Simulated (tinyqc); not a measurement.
What moves the coefficients: Boltzmann transport in a parabolic band with a power-law relaxation time.

F_j(eta) = (1/Gamma(j + 1)) integral_0^infinity x^j dx/(1 + exp(x - eta)), which tends to exp(eta) for eta << 0.

n = N F_1/2(eta) with N = 2 (m kB T/(4 pi c))^(3/2) with c = hbar^2/2m0, in 1/angstrom^3; times 1e24 for 1/cm^3, m = md.

tau = tau0 x^r with x = E/kT. With K_j = Gamma(j + 1) F_j(eta): <tau> = tau0 (r + 3/2) K_(r+1/2)/((3/2) K_(1/2)); mu = <tau>/(mc m0/e), m0/e = 5.685630e-12 kg/C; Hall factor rH = (3/2) K_(1/2) (2r + 3/2) K_(2r+1/2)/((r + 3/2) K_(r+1/2))^2; Seebeck S = -(kB/e) [(r + 5/2) K_(r+3/2)/((r + 3/2) K_(r+1/2)) - eta]; Lorenz number L = (kB/e)^2 [(r + 7/2) K_(r+5/2)/((r + 3/2) K_(r+1/2)) - ((r + 5/2) K_(r+3/2)/((r + 3/2) K_(r+1/2)))^2]; kB/e in V/K. Valley anisotropy is left out of rH.

Constants: hbar^2/2m0 = 3.80998211 eV angstrom^2; kB = 8.617333262e-05 eV/K.

Values chosen for the exercise (masses near those of GaN; tau0 is set for a mobility of the usual size at this n, kL is a free input; freeze-out and phonon drag, which matter near 77 K, are left out; shifted at random, so the results belong to these values and not to a real crystal): md = 0.198 m0 (density-of-states mass); mc = 0.198 m0 (conductivity mass); tau0 = 68 fs (tau at E = kT); r = 1.5 (exponent of tau); T = 77 K; kL = 130 W/(m K) (lattice thermal conductivity); n = 1.7e+16 1/cm^3 (electron density).

sigma = e n mu with e = 1.602176634e-19 C; ZT = S^2 sigma T/(kL + L sigma T).

Results for these values:
```
case  mu (cm^2/(V s))  sigma (S/cm)  S (microvolt/K)        ZT
base             2763         7.526           -587.9  0.000154
```

What happens to each result for mc = 0.2574 m0, all else kept?

Answer: mu falls from 2763 to 2126; sigma falls from 7.526 to 5.789; S does not change at the printed digits; ZT falls from 0.000154 to 0.000119.

The same for each parameter in turn:
```
case                mu (cm^2/(V s))  sigma (S/cm)  S (microvolt/K)        ZT
base                           2763         7.526           -587.9  0.000154
md = 0.257 m0                  2751         7.494           -621.7  0.000172
mc = 0.2574 m0                 2126         5.789           -587.9  0.000119
n = 3.4e+16 1/cm^3             2800         15.25           -527.6  0.000252
tau0 = 102 fs                  4145         11.29           -587.9  0.000231
kL = 65 W/(m K)                2763         7.526           -587.9  0.000308
T = 127 K                      2744         7.473           -652.8  0.000311
```

The row for T keeps tau0 fixed; for phonon scattering tau0 itself falls as T rises.

Run: tinyqc, `OMP_NUM_THREADS=1 python tinyqc.py 1680609 1680610 out.jsonl`; Intel(R) Xeon(R) Processor @ 2.30GHz, one thread, shared host; about 0.01 s of CPU time with all checks.
